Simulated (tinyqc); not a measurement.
Binding against position: donor or exciton in a quantum well (variational effective-mass method). Computed by tinyqc, a small Python program. Command: `OMP_NUM_THREADS=1 python tinyqc.py 3012708 3012709 out.jsonl welldonor walk`. One thread of a shared host (Intel(R) Xeon(R) Processor @ 2.30GHz), about 0.04 s of CPU time with the checks.

H = -nabla^2 - 2/|r - r_i| + V(z) in effective units; trial function psi = f(z) exp(-|r - r_i|/lambda), f the ground state of the well. Mass and screening are the same in well and barrier; l = L/a* is the width in effective units. Bands are flat: no polarisation or applied field.

Inputs (values chosen for the exercise, modelled on InAs): electron mass m = 0.0264 m_0; dielectric constant eps = 15.6; well width L = 18 nm.

Centre: donor. Barriers: infinite.

Constants: Ry = 13.605693123 eV; a_0 = 0.529177210903 angstrom.

Method:
- Ry* = Ry m/eps^2, a* = a_0 eps/m; l = L/a*.
- k = pi/l; f = cos(k z) inside and zero outside; subband energy k^2 Ry*.
- Binding E_b(lambda) = -1/lambda^2 + 4 A/(lambda B), with A = int f^2 exp(-2 s/lambda) dz, B = int f^2 exp(-2 s/lambda)(1 + 2 s/lambda) dz and s = |z - z_i|; 40 Gauss-Legendre points on each piece between the walls at z = -l/2 and l/2 and z_i.
- Each row maximises over lambda (golden section, 0.3 to 4).

l = 0.575640

Ry* = 1.47596 meV

Against position:
```
z_i/L  lambda (a*)  binding (Ry*)  binding (meV)
0.0         0.7178         2.6544         3.9179
0.1         0.7351         2.5703         3.7937
0.2         0.7875         2.3513         3.4704
0.3         0.8721         2.0767         3.0652
0.4         0.9757         1.8214         2.6882
0.5         1.0796         1.6184         2.3887
```

From the centre to the wall the binding falls from 3.918 to 2.389 meV, 61 % of the centre value, since the walls keep the electron away from an off-centre ion; uniform doping thus gives a band of levels 1.529 meV wide, with a peak in its density at the centre value, where the slope vanishes.

Extremes, crossings and ranges named in words are read from the listed rows.
